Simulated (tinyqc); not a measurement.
What moves the results: valley splitting of a silicon quantum well in envelope theory. A value that a table varies takes the place of the one given here.

The well lies at 0 < z < L; U(z) = V0 [1/(1 + exp(z/w)) + 1/(1 + exp((L - z)/w))] - e F z, 1 mV/nm = 1e-4 eV/angstrom. The envelope psi solves -(c/ml) psi'' + U psi = E psi, c = hbar^2/2m0, by three-point differences on a grid of 0.1 angstrom from -40 to L + 40 angstrom. The two valleys at +/- k0 couple through D = C0 times the integral of exp(-i q z) U(z) psi^2, q = 2 k0 (2 pi/a), and split by Ev = 2|D|.

Random alloy: with Y(z) = Yw + (Yb - Yw) B(z), B the bracket in U, and in-plane density exp(-r^2/ad^2)/(pi ad^2), D gains a random complex part of variance sigma^2 = (C0^2/pi)(a^2 V0/(8 ad (Yb - Yw)))^2 (4/a) times the integral of psi^4 Y (1 - Y). Alone it gives a mean splitting sqrt(pi) sigma; together with the smooth part the rms splitting is 2 sqrt(|D|^2 + sigma^2).

Constants: hbar^2/2m0 = 3.80998211 eV angstrom^2.

Parameters, chosen for this exercise (near those of a strained Si well in SiGe; not measured data):

| symbol | value | unit | meaning |
|---|---|---|---|
| L | 58 | angstrom | well width |
| V0 | 0.2 | eV | conduction offset |
| ml | 0.916 | m0 | mass along z |
| F | 14.8 | mV/nm | field pressing towards the upper interface |
| k0 | 0.849 | 2 pi/a | valley position |
| a | 5.431 | angstrom | lattice constant |
| C0 | 0.251 |  | Bloch overlap factor |
| Yb | 0.31 |  | Ge share of the barrier |
| Yw | 0 |  | Ge share of the well |
| ad | 160 | angstrom | dot radius |
| ws | (0.3, 0.7, 0.9, 1.3, 2, 2.9, 4.5) | angstrom | interface widths |
| Ls | (58, 59.4, 60.7, 62.1, 63.4, 64.8, 66.1, 67.5) | angstrom | widths in steps of one atomic layer, a/4, rounded to the grid |
| F2 | 0.5 | mV/nm | second field, zero or weak |
| w1 | 0.8 | angstrom | interface width for this table |
| w | 1 | angstrom | interface width parameter |

## Sharpness of the interface

The smooth part 2|D| and the disorder part against w, beside y/sinh(y) with y = pi q w. The 12 to 88 % width of the step is 4w.

Results:

| w (angstrom) | 4w (angstrom) | 2\|D\| (micro-eV) | y/sinh(y) | sqrt(pi) sigma (micro-eV) |
|---|---|---|---|---|
| 0.3 | 1.2 | 225.83 | 0.60 | 13.7 |
| 0.7 | 2.8 | 44.97 | 0.11 | 16.1 |
| 0.9 | 3.6 | 17.24 | 0.043 | 17.6 |
| 1.3 | 5.2 | 2.25 | 0.0053 | 21.0 |
| 2.0 | 8.0 | 0.05 | 0.00011 | 27.6 |
| 2.9 | 11.6 | 0.00 | 6.0e-07 | 36.1 |
| 4.5 | 18.0 | 0.00 | 4.8e-11 | 51.6 |

The smooth part needs a Fourier component of U psi^2 at a wavelength of 3.20 angstrom; from the first row to the third it falls by a factor 13.1, while y/sinh(y) falls by 13.9 (the envelope near the step and the phase between the two interfaces change too). The disorder part goes from 13.7 to 51.6 micro-eV, growing as the electron overlaps more alloy. It takes over between w = 0.7 and 0.9 angstrom, that is a step 2.8 to 3.6 angstrom wide, with 1.36 angstrom to an atomic layer.

## Adding atomic layers

The smooth splitting Ev = 2|D| with w = w1, at the field F2 and at F.

Results:

| L (angstrom) | q L mod 2 pi | Ev at F2 (micro-eV) | Ev at F (micro-eV) |
|---|---|---|---|
| 58.0 | 0.84 | 5.93 | 28.0 |
| 59.4 | 3.59 | 6.59 | 28.0 |
| 60.7 | 6.14 | 8.09 | 28.1 |
| 62.1 | 2.61 | 2.40 | 27.9 |
| 63.4 | 5.16 | 8.05 | 28.0 |
| 64.8 | 1.63 | 1.92 | 27.9 |
| 66.1 | 4.19 | 6.28 | 28.0 |
| 67.5 | 0.65 | 4.54 | 28.0 |

At F2 the splitting swings between 1.92 and 8.09 micro-eV, a ratio of 4.21, as the two interfaces add with the phase q L, which advances on average by 2.67 rad a layer. At F the ratio is 1.01, where in the first row psi^2 at the upper interface is 151 times that at the lower one: one interface dominates and the interference fades.

## What each parameter does

Orbital spacing, psi^2 at z = L, the smooth splitting and sigma; V0 is held fixed when Yw changes. Each row changes one parameter from the base and keeps the others.

Results:

| case | E2 - E1 (meV) | psi^2(L) (1e-3/angstrom) | 2\|D\| (micro-eV) | sigma (micro-eV) |
|---|---|---|---|---|
| base | 38.79 | 6.673 | 10.48 | 10.4 |
| ad = 200 angstrom | 38.79 | 6.673 | 10.48 | 8.3 |
| Yw = 0.03 | 38.79 | 6.673 | 10.48 | 59.3 |
| L = 64 angstrom | 37.27 | 6.635 | 10.43 | 10.3 |
| V0 = 0.25 eV | 39.39 | 5.158 | 10.54 | 10.4 |
| w = 1.3 angstrom | 38.92 | 6.307 | 2.25 | 11.9 |
| F = 22.2 mV/nm | 47.73 | 10.114 | 15.90 | 15.5 |
| k0 = 0.829 2 pi/a | 38.79 | 6.673 | 12.12 | 10.4 |
| C0 = 0.301 | 38.79 | 6.673 | 12.57 | 12.5 |

The largest shifts from the base row, up to three for each result and ties (the steps differ in size, so this ranks the rows, not the parameters). E2 - E1 (meV): F +8.95, L -1.51, V0 +0.60; unchanged at the printed digits by ad, Yw, k0 and C0. psi^2(L) (1e-3/angstrom): F +3.442, V0 -1.515, w -0.365; unchanged at the printed digits by ad, Yw, k0 and C0. 2|D| (micro-eV): w -8.23, F +5.42, C0 +2.09; unchanged at the printed digits by ad and Yw. sigma (micro-eV): Yw +48.9, F +5.1, ad -2.1, C0 +2.1; unchanged at the printed digits by V0 and k0.

tinyqc: `OMP_NUM_THREADS=1 python tinyqc.py 1281439 1281440 out.jsonl`; about 0.06 s, one thread, shared Intel(R) Xeon(R) Processor @ 2.30GHz.
